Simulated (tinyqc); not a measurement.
# Worked calculation: double-gate transistor, scale length and short-channel effects

tinyqc, about 0.01 s, one thread, Intel Xeon 2.30GHz (shared host): `OMP_NUM_THREADS=1 python tinyqc.py 2420146 2420147 out.jsonl` Printed values are rounded.

A body of thickness ts between two insulators of thickness ti and two tied gates. Below threshold the potential that source and drain add obeys Laplace's equation and vanishes on the gate. Its lowest mode decays along the channel as exp(-k y); k is the smallest positive root of the matching condition at the interface, and the scale length is Lambda = pi/k.

Inputs (values chosen for the exercise); permittivities: semiconductor close to that of gallium nitride, insulator close to that of hafnium oxide: temperature T = 350 K; relative permittivity of the semiconductor eps_r = 9.33; relative permittivity of the insulator ei = 21.9; insulator thickness ti = 2.9 nm; body thickness ts = 14.9 nm; channel length L = 56 nm; potential of the source Vbi = 1.02 V; potential of the barrier top at threshold sT = 0.5 V; long-channel threshold VTL = 0.42 V; long-channel body factor m = 1; drain voltage Vds = 0.5 V.

Constants: q = 1.602176634e-19 C, kB = 1.380649e-23 J/K, Vt = kB T/q. Results are converted to the units shown.

## Scan of the matching condition

```
point,k (1/nm)
0,0.03375
1,0.0675
2,0.10125
3,0.135
4,0.16875
5,0.2025
6,0.23625
7,0.27
```

f(k) = ei cos(k ti) cos(k ts/2) - eps_r sin(k ti) sin(k ts/2).

```
point,f(k)
0,20.8830
1,17.9477
2,13.4273
3,7.8325
4,1.7911
5,-4.0268
6,-8.9888
7,-12.5742
```

The first change of sign lies between k = 0.16875 and 0.2025 1/nm.

## Iteration 1: decay constant by Newton steps

k at the start = 0.2025 1/nm

f(k) = ei cos(k ti) cos(k ts/2) - eps_r sin(k ti) sin(k ts/2); f' by a central difference with +/- 1e-5 1/nm; k(new) = k - f/f'.

f = -4.02680
f' = -162.619 nm
k after iteration 1 = 0.177738 1/nm

## Iteration 2: decay constant by Newton steps

As before.

f = 0.192593
f' = -176.499 nm
k after iteration 2 = 0.178829 1/nm

## Course of the iteration: decay constant by Newton steps

Stop when k changes by less than 1e-10 1/nm, or after 30 iterations.

Course of the iteration:
```
iteration,k (1/nm),|change| (1/nm)
1,0.177738,0.0248
2,0.178829,1.09e-3
3,0.178830,1.22e-6
4,0.178830,1.57e-12
```

Converged in 4 iterations. At the end the number of correct digits about doubles with each step.

## Scale length against simple estimates

k = 0.178830 1/nm

Lambda = pi/k and l = 1/k. A parabolic potential across the structure gives l(parabolic) = sqrt((eps_r/(2 ei)) ts ti (1 + ei ts/(4 eps_r ti))).

Lambda = 17.5675 nm
l = 5.59190 nm
l(parabolic) = 6.07911 nm

The parabolic estimate is 8.7 % above l.

## Threshold shift, barrier position and swing

Along the channel psi(y) = s + a exp(y/l) + b exp(-y/l) with psi(0) = Vbi, psi(L) = Vbi + Vds and l = 1/k = Lambda/pi; with A = Vbi - s, B = A + Vds, x = exp(-L/l): a = (B - A x) x/(1 - x^2), b = (A - B x)/(1 - x^2). The minimum is s + 2 sqrt(a b), at y = (l/2) ln(b/a). The long-channel potential follows the gate as s = sT + (Vg - VTL)/m, and the threshold VT is the gate voltage at which the minimum equals sT. Swing = m Vt ln 10/g at threshold, g = d(minimum)/ds = 1 - (b x + a)/((1 + x) sqrt(a b)).

s at threshold = 0.490117 V
a = 4.60830e-5 V
b = 0.529837 V
position of the minimum = 26.1418 nm
VT = 0.410117 V
swing = 70.4424 mV/decade

The threshold lies 9.88 mV below the long-channel value, and the barrier top sits at 0.47 L from the source.
